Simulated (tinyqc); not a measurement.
Regular and subregular solution with a miscibility gap: one step, computed by the program tinyqc.

Per mole of mixing sites: G(x) = x (1 - x) [L0 + L1 (1 - 2x)] + R T [x ln x + (1 - x) ln(1 - x)], x the fraction of B.

Task: First Newton step for the common tangent. G' = L0 (1 - 2x) + L1 (1 - 6x + 6x^2) + R T ln[x/(1 - x)]; G'' = -2 L0 - 6 L1 (1 - 2x) + R T/[x (1 - x)]. Common tangent: F1 = G'(x1) - G'(x2) = 0 and F2 = [G - x G'](x1) - [G - x G'](x2) = 0. Newton step: J = [[G''(x1), -G''(x2)], [-x1 G''(x1), x2 G''(x2)]], J dx = -F; a step that would leave 0 < x < 1 is halved until it stays inside. The start is x1 = s0, x2 = 1 - s0.

Inputs (values chosen for the exercise, for a model alloy): asymmetry L1 = 0 kJ/mol; temperature T = 487 K; start value s0 = 0.02.

L0 = 8.89 kJ/mol

Constants: R = 8.314462618 J/(mol K).

Give: F; J; new (x1, x2).

Result:

F (kJ/mol): F1 -14.448, F2 7.224

J (kJ/mol):
```
        1        2
1  188.81  -188.81
2   -3.78   185.03
```

new (x1, x2): 0.05826  0.94174
